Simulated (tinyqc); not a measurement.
Worked calculation: Deal-Grove kinetics of thermal oxidation of silicon. Computed by tinyqc, a small Python program that keeps every step. Command: `OMP_NUM_THREADS=1 python tinyqc.py 3004698 3004699 out.jsonl oxide walk`. One thread of a shared host (Intel(R) Xeon(R) Processor @ 2.30GHz), about 0.06 s of CPU time with the checks. Intermediate numbers are printed to about 6 digits and carried at full precision; extremes and crossings named in words are read from the listed rows.

Oxidant diffuses through the oxide and reacts at the interface, so that dx/dt = B/(A + 2x) for the oxide thickness x.

Inputs (values chosen for the exercise, close to those used for silicon): prefactor B0 = 814 um^2/h; activation energy E_B = 1.23 eV; prefactor (B/A)0 = 5.77e+06 um/h; activation energy E_A = 2.02 eV; temperature T = 875 C; oxidant pressure p = 2 atm; pressure exponent m of B/A = 0.72; initial oxide x_i = 0.025 um; time t = 0.66 h; ratio c of the extra rate to B/A = 5.9; decay length L = 0.01 um.

Ambient: dry oxygen. Surface: (111). Extension: thin-film term.

Constants: k_B = 8.617333262e-05 eV/K.

## Rate constants

B = B0 p exp(-E_B/(k_B T)), B/A = (B/A)0 p^m exp(-E_A/(k_B T)), p in atm; A = B/(B/A). Temperatures in kelvin are T(C) + 273.15.

parabolic constant B = 0.00649527 um^2/h

linear constant B/A = 0.0129174 um/h

length A = 0.502833 um

Reaction at the interface limits growth while x is well below A/2 = 0.251 um, diffusion once x is well above it.

## Thickness after the oxidation

tau = (x_i^2 + A x_i)/B and x = (A/2) [sqrt(1 + 4 B (t + tau)/A^2) - 1], the root of x^2 + A x = B (t + tau). Silicon consumed is 0.44 times the oxide grown; the rate is B/(A + 2x).

tau = 2.03160 h

oxide thickness x = 0.0326486 um

silicon consumed = 0.00336537 um

final growth rate = 0.0114327 um/h

2x/A = 0.130: the interface reaction limits the rate.

## Full law against its linear and parabolic limits

Linear limit x = (B/A)(t + tau); parabolic limit x = sqrt(B (t + tau)).

Thickness (um):
```
t (h)      full  linear limit  parabolic limit     2x/A
0.05   0.025587      0.026889         0.116278  0.10177
0.1    0.026172      0.027535         0.117666  0.10410
0.25   0.027922      0.029472         0.121736  0.11106
0.5    0.030813      0.032702         0.128232  0.12256
1      0.036509      0.039160         0.140325  0.14521
2      0.047576      0.052078         0.161822  0.18923
4      0.068563      0.077912         0.197932  0.27271
8      0.106869      0.129582         0.255261  0.42507
16     0.173237      0.232921         0.342228  0.68904
32     0.281739      0.439598         0.470154  1.12061
```

Both limits lie above the full result, since each drops one resistance. The linear law overshoots by 5.1 % in the first row and 56 % in the last, the parabolic law by 350 % and 67 %. The linear law is the better one in every row, as 2x/A stays below 1.24.

## A single trial Runge-Kutta step of the thin-film equation

With f(x) = B/(A + 2x) + c (B/A) exp(-x/L) and h = L/(4 f(x_i)): k1 = f(x_i), k2 = f(x_i + h k1/2), k3 = f(x_i + h k2/2), k4 = f(x_i + h k3), x = x_i + h (k1 + 2 k2 + 2 k3 + k4)/6.

step h = 0.138851 h

k1 to k4 (um/h): [0.0180050, 0.0172170, 0.0172496, 0.0165716]

x after the step = 0.0273954 um

## Thickness with the thin-film term

Thin-film (Massoud) form: dx/dt = B/(A + 2x) + c (B/A) exp(-x/L), integrated from x_i by fourth-order Runge-Kutta in 2000 steps, the i-th of length (2 i - 1) t/2000^2.

thickness with the thin-film term = 0.0351434 um

The extra term adds 2.49 nm to the Deal-Grove value.

## What the thin-film term adds

The formulas are those given above.

Thickness:
```
t (h)  Deal-Grove (um)  with the term (um)  difference (nm)
0.02          0.025235            0.025358          0.12285
0.05          0.025587            0.025886          0.29895
0.1           0.026172            0.026745          0.57230
0.3           0.028503            0.029962          1.45985
1             0.036509            0.039588          3.07833
3             0.058248            0.062178          3.92986
10            0.124561            0.127932          3.37139
30            0.269414            0.271853          2.43913
```

The gain reaches at most 3.93 nm among these rows, at 3 h, and then shrinks, because the thicker film grows more slowly once diffusion matters. If the base rate kept its starting value B/(A + 2 x_i), the gain would level off at L ln(1 + c (1 + 2 x_i/A) exp(-x_i/L)) = 4.27 nm.

Checks made by the program: closed form against Runge-Kutta integration of dx/dt (relative difference below 1e-10).
